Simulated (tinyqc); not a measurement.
Mobility of a non-polar semiconductor in the relaxation-time approximation: one step, computed by the program tinyqc.

Each valley is treated as a sphere of mass m_d for states and rates, with one isotropic relaxation time; the conductivity mass m_c sets the current.

Question. Masses. m_d = (m_l m_t^2)^(1/3); 1/m_c = (1/m_l + 2/m_t)/3; Hall mass factor A = 3 K_m (K_m + 2)/(2 K_m + 1)^2, K_m = m_l/m_t; N_I = n (1 + C)/(1 - C).

Inputs (values chosen for the exercise, modelled on electrons in germanium):
```
quantity                 value    unit
longitudinal mass m_l     1.56     m_0
transverse mass m_t       0.08     m_0
carrier density n      6.2e+18  1/cm^3
compensation ratio C         0       -
```

Band: Kane. Impurity formula: Brooks-Herring. Further scattering: neutral impurities.

Give: density-of-states mass m_d; conductivity mass m_c; Hall mass factor A; ionised impurity density N_I.

Answer.

density-of-states mass m_d = 0.2153 m_0

conductivity mass m_c = 0.117 m_0

Hall mass factor A = 0.7861

ionised impurity density N_I = 6.20e+18 1/cm^3
